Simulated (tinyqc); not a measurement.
Moment against band filling: Stoner model of a band ferromagnet.

Density of states per atom and spin: flat with a rise to the top, D(e) = (M/W) [1 - sp + 4 sp (e/W + 1/2)^3]. Levels e -/+ I m/2 for up and down spin, m = n_up - n_down, n_up + n_down = nd. At zero temperature e(N) is the energy below which N states lie, and E(m) = sum over spins of integral e D de - I m^2/4.

Parameters, chosen for this exercise: W = 5.6 eV (band width, e from -W/2 to W/2); M = 5 (states per atom and spin); sp = 0.53 (shape parameter); I = 0.69 eV (Stoner parameter).

Rigid band, I fixed: a Slater-Pauling curve.

Results:
```
nd   I D(EF)  m (muB)  m_max
3.0    0.497    0.000    3.0
4.0    0.648    0.000    4.0
5.0    0.808    0.000    5.0
6.0    0.969    0.000    4.0
6.5    1.050    2.390    3.5
7.0    1.130    3.000    3.0
7.5    1.209    2.500    2.5
8.5    1.366    1.500    1.5
9.0    1.443    1.000    1.0
9.5    1.520    0.500    0.5
```

Give the missing row, nd = 8.0.

Computed row:
```
nd   I D(EF)  m (muB)  m_max
8.0    1.288    2.000    2.0
```

Magnetic fillings among those listed: 6.5, 7.0, 7.5, 8.0, 8.5, 9.0 and 9.5; the largest moment is 3.00 at nd = 7. At 7.0, 7.5, 8.0, 8.5, 9.0 and 9.5 the moment is saturated and follows m_max, changing by one per electron.

(tinyqc, `OMP_NUM_THREADS=1 python tinyqc.py 1680414 1680415 out.jsonl`, Intel(R) Xeon(R) Processor @ 2.30GHz, 1 thread, shared host, about 0.3 s.)
